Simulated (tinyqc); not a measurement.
The window of frequencies: the 3-omega method: a line heater on a substrate with a thin film. Computed by tinyqc, a small Python program. Command: `OMP_NUM_THREADS=1 python tinyqc.py 3024374 3024375 out.jsonl threeomega walk`. One thread of a shared host (Intel(R) Xeon(R) Processor @ 2.30GHz), about 0.01 s of CPU time with the checks.

A current at angular frequency omega = 2 pi f heats the line at 2 omega with the amplitude P per length; the temperature swing Delta T at 2 omega gives a voltage at 3 omega. The substrate is taken as semi-infinite and isotropic, and the heat capacity of heater and film is left out.

Inputs (values chosen for the exercise, modelled on a phase-change telluride on silicon):
```
quantity                      value           unit
substrate conductivity kappa    153        W/(m K)
substrate heat capacity C      1.67  1e6 J/(m^3 K)
heater half-width b             7.9     micrometre
power amplitude per length P     43            W/m
current frequency f             550             Hz
substrate thickness d_s        1000     micrometre
```

Method:
- D = kappa/C; q = sqrt(2 i omega/D); penetration depth 1/|q| = sqrt(D/(2 omega)).
- Delta T_s = (P/(pi kappa)) int_0^infinity (sin x/x)^2 / sqrt(x^2 + (q b)^2) dx with (q b)^2 = i |q b|^2, averaged over the heater width (12 Gauss-Legendre points on each of the pieces 0, 14 log-spaced edges from 1e-5 to 1, and multiples of pi to 40 pi; the tail adds 1/(4 (40 pi)^2)).
- For |q| b much below 1: Delta T_s = (P/(pi kappa)) [-ln(|q| b) + eta - i pi/4], eta = 3/2 - C_E = 0.92278, with Euler's C_E = 0.5772157.
- The slope value uses each f and 2f: kappa = P ln 2/(2 pi [Delta T(f) - Delta T(2f)]).

diffusivity D = 91.6168 mm^2/s

Bare substrate; columns: (1) f (Hz); (2) penetration depth (micrometre); (3) |q| b; (4) in-phase (K); (5) out-of-phase (K); (6) narrow-line form (K); (7) kappa from the slope (W/(m K)):
```
(1)          (2)        (3)       (4)        (5)        (6)     (7)
1.2       2464.9  0.0032051   0.59632  -0.070260    0.59632  153.00
12        779.46   0.010135   0.49333  -0.070253    0.49333  153.01
120       246.49   0.032051   0.39034  -0.070193    0.39033  153.06
580       112.12   0.070463   0.31992  -0.069991    0.31986  153.29
2300      56.301    0.14032   0.25847  -0.069389    0.25824  154.12
12000     24.649    0.32051   0.18551  -0.066966    0.18434  158.68
47000     12.455    0.63430   0.12756  -0.061317    0.12328  174.07
230000    5.6301     1.4032  0.069352  -0.046970   0.052249  245.76
1.20e+06  2.4649     3.2051  0.031023  -0.026651  -0.021644  521.20
7.00e+06  1.0205     7.7409  0.012836  -0.012090   -0.10053  1261.7
```

What does the comparison show, and why?

The slope gives kappa within 1 % up to |q| b = 0.14 (f = 2300 Hz) among these rows. The penetration depth stays under d_s/5 = 200 micrometre from f = 580 Hz up, so a usable window lies between the two. At high f the flow turns one-dimensional: in-phase and out-of-phase parts become equal in size (ratio 0.94 in the last row) and fall as f^(-1/2) (exponent -0.50).
